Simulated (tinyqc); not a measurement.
Van der Pauw, Hall and four-point-probe measurements on a doped layer: two steps of the calculation.

A uniform p-type layer with sheet resistance Rs = 1/(q ns mu), point contacts, low field (mu B small).

Inputs (values chosen for the exercise):
```
symbol   value        unit                                                      meaning
ns      7.4e11       cm^-2                                   sheet density of the layer
mu          45  cm^2/(V s)                                               drift mobility
rH           1                                                              Hall factor
B            1           T                                               magnetic field
I           10          uA                                                      current
ar        1.03              side ratio a/b of a rectangular sample with corner contacts
t          660          nm                                       thickness of the layer
```

Constants: q = 1.602176634e-19 C. Results are converted to the units shown.

Question 1. Resistances and Hall voltage. Rs = 1/(q ns mu). For a rectangle with contacts at the corners, RA = (8 Rs/pi) sum_(k>=0) ln coth((2k + 1) pi a/(2 b)) with current along a short side b and voltage along the opposite one, RB the same with a and b exchanged; Hall voltage VH = rH B I/(q ns), negative for electrons.

Find: Rs; RA; RB; VH.

Answer 1.

Rs = 1.8743e5 ohm/square
RA = 37619 ohm
RB = 45340 ohm
VH = 8.4345 mV

RB/RA = 1.21; for a square both equal Rs ln 2/pi = 41400 ohm.

Question 2. Sheet density, mobility and bulk values. Rs = 1/z; Hall sheet density B I/(q |VH|); Hall mobility |VH|/(Rs B I); true values ns = rH times the Hall density, mu = Hall mobility/rH; bulk density ns/t, resistivity Rs t; correction factor F = Rs/[(pi/ln 2)(RA + RB)/2].

converged z = 0.0053352482 mS
VH = 8.4344717 mV
RA = 37618.697 ohm
RB = 45339.575 ohm

Give: Rs; Hall sheet density; Hall mobility; ns; mu; bulk density; resistivity; F.

Answer 2.

Rs = 1.8743e5 ohm/square
Hall sheet density = 7.4000e11 cm^-2
Hall mobility = 45.000 cm^2/(V s)
ns = 7.4000e11 cm^-2
mu = 45.000 cm^2/(V s)
bulk density = 1.1212e16 cm^-3
resistivity = 12.371 ohm cm
F = 0.99699

Numbers from tinyqc (`OMP_NUM_THREADS=1 python tinyqc.py 2850115 2850116 out.jsonl`; about 0.04 s on one thread of a shared Intel Xeon 2.30GHz).
